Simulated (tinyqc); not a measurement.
UHF in the sto-3g basis, for BeH, spin multiplicity 2, step by step. This run ends on a higher stationary point, not on the lowest solution. Computed by tinyqc, a small Python program that keeps every step (integrals from PySCF). Settings: charge = 0, multiplicity = 2, basis = sto-3g, energy threshold = 1e-08, iteration cap = 68, orthogonalisation = canonical, start = Wolfsberg-Helmholz matrix, DIIS depth = 4, damping = 0.5, method = UHF. Command: `OMP_NUM_THREADS=1 python tinyqc.py 23273 23274 out.jsonl` (the two numbers bound the seeds that draw the settings). One thread of a shared host (Intel(R) Xeon(R) Processor @ 2.60GHz), about 0.1 s of CPU time with the checks.

Geometry (angstrom):

| atom | x | y | z |
|---|---|---|---|
| Be | 0.000000 | 0.000000 | 0.000000 |
| H | 0.000000 | 0.000000 | 2.167000 |

Stop when the energy changes by less than 1e-08 hartree and every element of the error matrix X^T (F D S - S D F) X (for each spin) is below 3e-05.

Course of the cycle:

| iteration | E (hartree) | change | largest element of the error matrix |
|---|---|---|---|
| 1 | -14.49502972 | - | 1.44e-01 |
| 2 | -14.56766184 | -7.26e-02 | 7.15e-02 |
| 3 | -14.61299045 | -4.53e-02 | 4.87e-02 |
| 4 | -14.64657666 | -3.36e-02 | 4.33e-02 |
| 5 | -14.67076817 | -2.42e-02 | 4.06e-02 |
| 6 | -14.68495028 | -1.42e-02 | 4.04e-02 |
| 7 | -14.69939608 | -1.44e-02 | 4.11e-02 |
| 8 | -14.69377968 | 5.62e-03 | 3.83e-02 |
| 9 | -14.65228336 | 4.15e-02 | 1.66e-02 |
| 10 | -14.66246891 | -1.02e-02 | 1.07e-02 |
| 11 | -14.66696946 | -4.50e-03 | 5.75e-03 |
| 12 | -14.67073238 | -3.76e-03 | 2.87e-03 |
| 13 | -14.67308288 | -2.35e-03 | 1.40e-03 |
| 14 | -14.67435157 | -1.27e-03 | 7.32e-04 |
| ... | ... | ... | ... |
| 19 | -14.67562389 | -4.17e-05 | 2.32e-05 |
| 20 | -14.67564473 | -2.08e-05 | 1.16e-05 |
| 21 | -14.67565516 | -1.04e-05 | 5.78e-06 |
| 22 | -14.67566037 | -5.21e-06 | 2.89e-06 |
| 23 | -14.67566298 | -2.61e-06 | 1.44e-06 |
| 24 | -14.67566428 | -1.30e-06 | 7.22e-07 |
| 25 | -14.67566493 | -6.52e-07 | 3.61e-07 |
| 26 | -14.67566526 | -3.26e-07 | 1.80e-07 |
| 27 | -14.67566542 | -1.63e-07 | 9.02e-08 |
| 28 | -14.67566550 | -8.15e-08 | 4.51e-08 |
| 29 | -14.67566554 | -4.07e-08 | 2.25e-08 |
| 30 | -14.67566556 | -2.04e-08 | 1.13e-08 |
| 31 | -14.67566557 | -1.02e-08 | 5.62e-09 |
| 32 | -14.67566558 | -5.09e-09 | 2.81e-09 |

Can the last value be used, and what does the course show?

No, though the log alone does not show it. Converged in 32 iterations. But the solution lies 0.16415 hartree above the reference: it is another stationary point, not the lowest one. Reruns (cap 100 unless said): DIIS 8: converged in 13 to a higher stationary point; damping 0.5: converged in 45 to a higher stationary point; level shift 0.5: converged in 48 to a higher stationary point; atomic densities as start, DIIS 8: converged in 12. PySCF UHF in the same basis, after a stability check = -14.83982020 hartree.
